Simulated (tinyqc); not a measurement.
Kinetic against equilibrium segregation over temperature: surface segregation during layer-by-layer epitaxy: two-layer exchange kinetics and the shape of quantum wells and delta layers. Computed by tinyqc, a small Python program. Command: `OMP_NUM_THREADS=1 python tinyqc.py 3016761 3016762 out.jsonl mbeseg walk`. One thread of a shared host (Intel(R) Xeon(R) Processor @ 2.30GHz), about 0.01 s of CPU time with the checks.

Atoms A and B exchange only between the growing layer and the one below it. B is supplied for N layers, then pure A follows.

Inputs (values chosen for the exercise, close to those used for antimony in silicon): barrier E1 for B to move up = 1.84 eV; segregation energy E_s = 0.59 eV; attempt frequency nu = 10 THz; growth rate G = 1.3 layers/s; share x0 of B in the flux during the well = 0.073; layers in the well N = 6; layer thickness = 1.36 angstrom; temperature T = 330 C.

Constants: k_B = 8.617333262e-05 eV/K.

Method:
- p1 = nu exp(-E1/(k_B T)) (B up, A down), p2 = nu exp(-(E1 + E_s)/(k_B T)) (B down); time per layer tau = 1/G; K = p1/p2.
- Temperatures in kelvin are T(C) + 273.15.
- Each layer is deposited complete with B share x_dep and then exchanges for the time tau = 1/G with the layer below, whose share is b (total c = s + b fixed): ds/dt = p1 b (1 - s) - p2 s (1 - b), s(0) = x_dep. With the roots s1 < s2 of the right side, (s - s1)/(s - s2) = [(s(0) - s1)/(s(0) - s2)] exp(-(p1 - p2)(s2 - s1) tau). The lower layer is then buried with c - s, and s becomes the b of the next layer.
- In the dilute tail each layer passes up the share R = R_eq (1 - exp(-(p1 + p2) tau)); decay length = -layer thickness/ln R.
- R_eq = K/(1 + K).

Segregation:
```
T (C)      p1 tau     R_eq           R  decay length (angstrom)  peak share
210    4.9302e-07  1.00000  4.9302e-07               9.3646e-02    0.073000
250    1.4467e-05  1.00000  1.4467e-05               1.2204e-01    0.073000
290    2.6267e-04  0.99999  2.6264e-04               1.6495e-01    0.073000
330    3.2468e-03  0.99999  3.2415e-03               2.3728e-01    0.073000
370    2.9354e-02  0.99998  2.8927e-02               3.8386e-01    0.073000
410    2.0506e-01  0.99996  1.8540e-01               8.0702e-01    0.072989
450    1.1554e+00  0.99992  6.8504e-01               3.5952e+00    0.066298
490    5.4307e+00  0.99987  9.9550e-01               3.0130e+02    0.010432
```

What follows from these numbers?

The decay length grows in every row: exchange is still limited by its rate. p1 tau passes 1 between 410 and 450 C, below which sharp interfaces can be grown. Caution: decay lengths below one layer thickness are only formal.

Extremes, crossings and ranges named in words are read from the listed rows.
